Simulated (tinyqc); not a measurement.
# Worked calculation: quantum point contact as a saddle point

tinyqc, about 0.04 s, one thread, Intel Xeon 2.30GHz (shared host): `OMP_NUM_THREADS=1 python tinyqc.py 2740030 2740031 out.jsonl` Printed values are rounded.

Potential V0 - m wx^2 x^2/2 + m wy^2 y^2/2; energies are counted from V0. Mode n = 0, 1, ... transmits T_n(E) = 1/(1 + exp(-2 pi (E - E_n)/wx)), E_n = wy (n + 1/2); each mode carries 2 q^2/h.

Parameters, values chosen for the exercise: temperature T = 2.5 K; transverse quantum hbar wy wy = 3.1 meV; curvature of the barrier hbar wx wx = 3 meV; Fermi level above the saddle point mu = 9.89 meV; points of the energy grid nE = 15; half-range of the grid in kB T xm = 8.

Constants: q = 1.602176634e-19 C, kB = 1.380649e-23 J/K, h = 6.62607015e-34 J s, Vt = kB T/q. Results are converted to the units shown.

## Transmissions at the Fermi level

At zero temperature g = G/(2 q^2/h) = sum T_n(mu); Fano factor sum T_n (1 - T_n)/sum T_n. Modes beyond those listed are in the sums but add less than 1e-4 to g.

```
mode,E_n (meV),T_n
0,1.5500,1.00000
1,4.6500,0.99998
2,7.7500,0.98882
3,10.8500,0.11809
4,13.9500,0.00020
```

g = 3.1071
G = 240.74 uS
Fano factor = 0.03715

## Thermal average on a coarse grid

g(T) = int g(E) (-df/dE) dE = int g(mu + x kB T) dx/(4 cosh^2(x/2)), g(E) the zero-temperature value at E, g = G/(2 q^2/h). Simpson's rule on nE equally spaced x from -xm to xm.

```
point,x,E (meV),g(E),weight
0,-8.00000,8.1665,2.70822,0.000335
1,-6.85714,8.4127,2.80594,0.001050
2,-5.71429,8.6590,2.88016,0.003277
3,-4.57143,8.9052,2.93492,0.010132
4,-3.42857,9.1514,2.97723,0.030428
5,-2.28571,9.3976,3.01484,0.083791
6,-1.14286,9.6438,3.05554,0.183331
7,0.00000,9.8900,3.10709,0.250000
8,1.14286,10.1362,3.17680,0.183331
9,2.28571,10.3824,3.26958,0.083791
10,3.42857,10.6286,3.38467,0.030428
11,4.57143,10.8748,3.51316,0.010132
12,5.71429,11.1210,3.64004,0.003277
13,6.85714,11.3673,3.75107,0.001050
14,8.00000,11.6135,3.83902,0.000335
```

integral of the weight = 1.00137
g(T) = 3.13125
g(T) divided by the integral of the weight = 3.12696

A converged quadrature gives 3.1272; this grid is 0.13 % above that, and its weight integrates to 1.001 in place of 1.
